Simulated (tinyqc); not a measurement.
Minority-electron transport through the base of a bipolar transistor (Moll-Ross and Kroemer integrals): one step, computed by the program tinyqc. Command: `OMP_NUM_THREADS=1 python tinyqc.py 3027597 3027598 out.jsonl base walk`. One thread of a shared host (Intel(R) Xeon(R) Processor @ 2.30GHz), about 0.01 s of CPU time with the checks.

Low injection, one dimension, x from the emitter edge (0) to the collector edge (W), s = x/W. Recombination is treated as a small correction (valid for tau_B well below tau_n), computed from the stored charge.

Problem. Profile and built-in field. N(x) = N_0 (ratio)^(-s^2); n_i(x) = n_i; D(x) = (k_B T/e) mu, mu = mu_min + (mu_max - mu_min)/(1 + (N/N_ref)^0.7). Field that drives electrons towards the collector, averaged over the base: (k_B T/e) ln[N_0 n_i(W)^2/(N(W) n_i^2)]/W.

Inputs (values chosen for the exercise, modelled on GaAs):
```
quantity                               value        unit
base doping at the emitter edge N_0  3.8e+19      1/cm^3
base width W                              84          nm
mu_min                                  1400  cm^2/(V s)
mu_max                                  7220  cm^2/(V s)
N_ref                                1.1e+17      1/cm^3
temperature T                            300           K
doping ratio N_0/N(W)                    5.1           -
```

Base doping profile: Gaussian. Gap grading: none. Exit of the base: infinite sink.

Constants: k_B = 8.617333262e-05 eV/K.

Give: Across the base; drift factor eta (potential drop in k_B T/e); mean built-in field.

Solution.

Across the base:
```
s    N (1/cm^3)  n_i(x)^2/n_i^2  D (cm^2/s)  y (s/cm^5)
0.0   3.800e+19               1       38.67   9.828e+17
0.2   3.560e+19               1       38.78   9.181e+17
0.4   2.928e+19               1       39.15   7.479e+17
0.6   2.114e+19               1       39.89   5.299e+17
0.8   1.339e+19               1       41.24   3.248e+17
1.0   7.451e+18               1       43.67   1.706e+17
```

drift factor eta (potential drop in k_B T/e) = 1.629

mean built-in field = 5.014 kV/cm
